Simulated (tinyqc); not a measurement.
From results back to parameters: image-charge renormalisation of a gap near a dielectric or metal. Three cases, with inputs chosen for the exercise.

Problem. A small molecule or defect in vacuum at height z above the image plane of a substrate has both its electron and hole levels stabilised by (e^2/4 pi eps0)(es - 1)/((es + 1) 4 z), so its gap shrinks by twice that. The reduced gap is given.

Constants: e^2/(4 pi eps0) = 14.39964547 eV angstrom.

Find: reduction; (es - 1)/(es + 1); z.

Method. z = (e^2/4 pi eps0)(es - 1)/((es + 1) 2 x reduction). Local and hybrid functionals miss this shift, since it is a non-local correlation effect.

Case 1.

Values chosen: E0 = 5.74 eV (quasiparticle gap far from the surface); es = 3.9 (dielectric constant of the substrate (1e4: a metal)).

gap near the surface = 5.22035 eV

Solution.

reduction = 0.5196 eV
(es - 1)/(es + 1) = 0.5918
z = 8.20 angstrom

Case 2.

Values chosen: E0 = 5.94 eV (quasiparticle gap far from the surface); es = 2.3 (dielectric constant of the substrate (1e4: a metal)).

gap near the surface = 5.43352 eV

Solution.

reduction = 0.5065 eV
(es - 1)/(es + 1) = 0.3939
z = 5.60 angstrom

Case 3.

Values chosen: E0 = 5.11 eV (quasiparticle gap far from the surface); es = 11.7 (dielectric constant of the substrate (1e4: a metal)).

gap near the surface = 4.23087 eV

Solution.

reduction = 0.8791 eV
(es - 1)/(es + 1) = 0.8425
z = 6.90 angstrom

Computed by tinyqc, one run a case: `OMP_NUM_THREADS=1 python tinyqc.py N N+1 out.jsonl` with N = 1850488, 1850501, 1850515; one thread of a shared Intel(R) Xeon(R) Processor @ 2.30GHz, about 0.02 s a run at most.
